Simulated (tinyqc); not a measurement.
# Fully depleted semiconductor-on-insulator film with two gates, non-linear Poisson equation by Newton steps: what changes with what

One dimension across the film, front interface at x = 0, back interface at x = ts. psi is counted from the intrinsic level, n = ni exp(psi/Vt) (source grounded), holes neglected, acceptors ionised. Gates act through Cox = eps0 eox/tox and Cbox = 3.9 eps0/tb with potentials G1 = Vg - (phiM - chi - Vt ln(Nc/ni)) and G2 = Vb - (phiB - chi - Vt ln(Nc/ni)). Classical Boltzmann densities, no interface charge, no depletion in the back plane.

Parameters, values chosen for the exercise; band and dielectric values close to those of silicon: temperature T = 400 K; band gap Eg = 1.13 eV; relative permittivity eps_r = 11.7; conduction-band density of states at T Nc = 4.37e19 cm^-3; valence-band density of states at T Nv = 4.05e19 cm^-3; electron affinity chi = 4.03 eV; relative permittivity of the gate insulator (close to zirconium oxide) eox = 25.5; insulator thickness tox = 9.6 nm; film thickness ts = 16 nm; buried-oxide thickness (eps_r 3.9) tb = 9.2 nm; acceptor density of the film Na = 1e15 cm^-3; work function of the front gate phiM = 4.36 eV; work function of the back plane phiB = 4.53 eV; back-gate voltage Vb = 0 V.

Constants: q = 1.602176634e-19 C, kB = 1.380649e-23 J/K, Vt = kB T/q, eps0 = 8.8541878128e-14 F/cm where lengths are in cm. Results are converted to the units shown.

Each table varies one quantity; the others keep the values above.

## Charge against front-gate voltage

ni = sqrt(Nc Nv) exp(-Eg/(2 Vt)), Eg in volts. The Poisson equation eps0 eps_r d2psi/dx2 = q (n + Na), with -eps0 eps_r dpsi/dx = Cox (G1 - psi) at x = 0 and eps0 eps_r dpsi/dx = Cbox (G2 - psi) at x = ts, is solved on 300 equal intervals with half boxes at both ends; N_inv is the trapezoid sum of n. Swing = ln 10/(d ln N_inv/dVg); the last column is (dN_inv/dVb)/(dN_inv/dVg).

Charge against front-gate voltage:
columns A: Vg (V); B: psi front (V); C: psi back (V); D: N_inv (cm^-2); E: centroid/ts; F: swing (mV/decade); G: q dN_inv/dVg over Cox; H: back/front leverage
```
A           B       C        D       E       F        G      H
-0.21  0.0299  0.0431   1.49e7   0.532     109  2.15e-5  0.368
-0.06   0.166   0.129   3.90e8   0.413     103  5.93e-4  0.298
0.09    0.302   0.215  1.17e10   0.309     101   0.0182  0.241
0.24    0.425   0.284  2.47e11   0.223     146    0.265  0.195
0.39    0.502   0.311  1.25e12   0.157     323    0.607  0.161
0.54    0.547   0.319  2.78e12   0.117     574    0.759  0.144
0.69    0.576   0.323  4.54e12  0.0934     856    0.831  0.136
0.84    0.598   0.324  6.42e12  0.0780  1.15e3    0.872  0.131
0.99    0.615   0.325  8.37e12  0.0672  1.46e3    0.898  0.129
```

Read the table: what changes, and by how much?

N_inv passes 1e11 cm^-2 at Vg = 0.189 V. The swing starts at 109 mV a decade, against (1 + k) Vt ln 10 = 87.4 for a front channel with k = Cs Cbox/(Cox (Cs + Cbox)) = 0.101, Cs = eps0 eps_r/ts; above threshold this column is no longer a subthreshold swing. The centroid falls from 0.532 to 0.0672 of ts and the leverage of the back gate falls from 0.368 to 0.129. For Vg = 0.54, 0.69, 0.84, 0.99 the density at an interface exceeds 0.3 Nc, where Boltzmann statistics fail. For Vg = 0.39, 0.54, 0.69, 0.84, 0.99 the classical centroid lies within 3 nm of an interface, where confinement, left out, would push it away.

## Threshold and coupling against the buried-oxide thickness

VT is the Vg for N_inv = 1e11 cm^-2; -dVT/dVb from the linearised equation. Limits with Cs = eps0 eps_r/ts: front channel Cs Cbox/(Cox (Cs + Cbox)), back channel Cbox (Cox + Cs)/(Cox Cs). Swing at N_inv = 1e8 cm^-2.

Threshold and coupling against the buried-oxide thickness:
```
tb (nm)  VT (V)  centroid/ts at VT  -dVT/dVb  front-channel limit  back-channel limit  swing (mV/decade)
6         0.207              0.206     0.250                0.130                1.13                114
9.9       0.186              0.259     0.203               0.0964               0.687                104
16        0.167              0.314     0.157               0.0688               0.425               96.3
27        0.151              0.366     0.110               0.0454               0.252               90.2
45        0.140              0.404    0.0729               0.0292               0.151               86.2
73        0.132              0.428    0.0477               0.0187              0.0932               83.7
120       0.127              0.444    0.0301               0.0117              0.0567               82.1
200       0.124              0.455    0.0185              0.00715              0.0340               81.0
```

What does the table show?

As tb goes from 6 to 200, VT falls from 0.207 to 0.124 V, the centroid rises from 0.206 to 0.455 of ts and -dVT/dVb falls from 0.250 to 0.0185. The coupling covers 12.0 % of the way from the front-channel to the back-channel limit in the first row and 42.3 % in the last.

Computed by the program tinyqc: `OMP_NUM_THREADS=1 python tinyqc.py 2190076 2190077 out.jsonl`, one thread of a shared Intel Xeon 2.30GHz, about 0.3 s for the whole run.
